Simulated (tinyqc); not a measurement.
# Changing the crack length L

Model: wafer bonding and layer transfer: bond energy, gap closing, particles, bonding of dissimilar wafers and hydrogen blisters. Computed by tinyqc, a small Python program. Command: `OMP_NUM_THREADS=1 python tinyqc.py 3001124 3001125 out.jsonl bond sweep`. One thread of a shared host (Intel(R) Xeon(R) Processor @ 2.30GHz), about 0.01 s of CPU time with the checks.

gamma is the energy per area of each of the two surfaces; plates are isotropic, and both wafers have E1 and t1.

Inputs (values chosen for the exercise, with wafer 1 close to silicon):
```
quantity                    value        unit
Young's modulus E1            153         GPa
Poisson ratio nu             0.29           -
thickness t1                  625  micrometre
blade thickness t_b            50  micrometre
particle radius h           0.049  micrometre
radius of a shallow gap R     0.6          mm
half height of the gap h_g      4          nm
```

Pair: two equal wafers.

Method:
- Two cantilevers opened by t_b: gamma = 3 t_b^2 E1 t1^3 E2 t2^3/(16 L^4 (E1 t1^3 + E2 t2^3)).
- E' = E1/(1 - nu^2), equal wafers of thickness t1 assumed. A gap of radius R closes if h_g < h_c: h_c = R^2/sqrt((2/3) E' t1^3/gamma) for R > 2 t1 (plate bending), h_c = 3.6 sqrt(R gamma/E') for R < 2 t1 (local deformation).
- E' = E1/(1 - nu^2), equal wafers assumed. Void radius in the plate regime: R_v = [(2/3) E' t1^3/gamma]^(1/4) h^(1/2). Below h_crit = 5 sqrt(t1 gamma/E') the wafers deform locally and R_v is of the order of h (taken as h).

One run for each value:
```
crack length L (mm)  bond energy gamma (J/m^2)  void radius (micrometre)  closable height h_c (nm)
7.6                                     2.6241                     0.049                    349.50
8.9                                     1.3953                     0.049                    254.86
10.0                                    0.8755                     0.049                    201.87
12.0                                    0.4222                     0.049                    140.19
14.0                                    0.2279                     0.049                    103.00
16.0                                    0.1336                     0.049                     78.86
19.0                                    0.0672                     0.049                     55.92
```

Describe and explain the trends.

Over the rows, bond energy gamma (J/m^2) falls from 2.62 to 0.0672 (exponent d ln y / d ln x about -4.0 throughout); void radius (micrometre) does not change; closable height h_c (nm) falls from 350 to 55.9 (exponent d ln y / d ln x about -2.0 throughout). The exponent of bond energy gamma stays at -4: beam compliance goes as L^3.  Left out: 6.60 (bond energy out of the physical range).

Caution (rows 7.60, 8.90): the crack is short against the thickness, so root rotation and shear add to the beam formula.
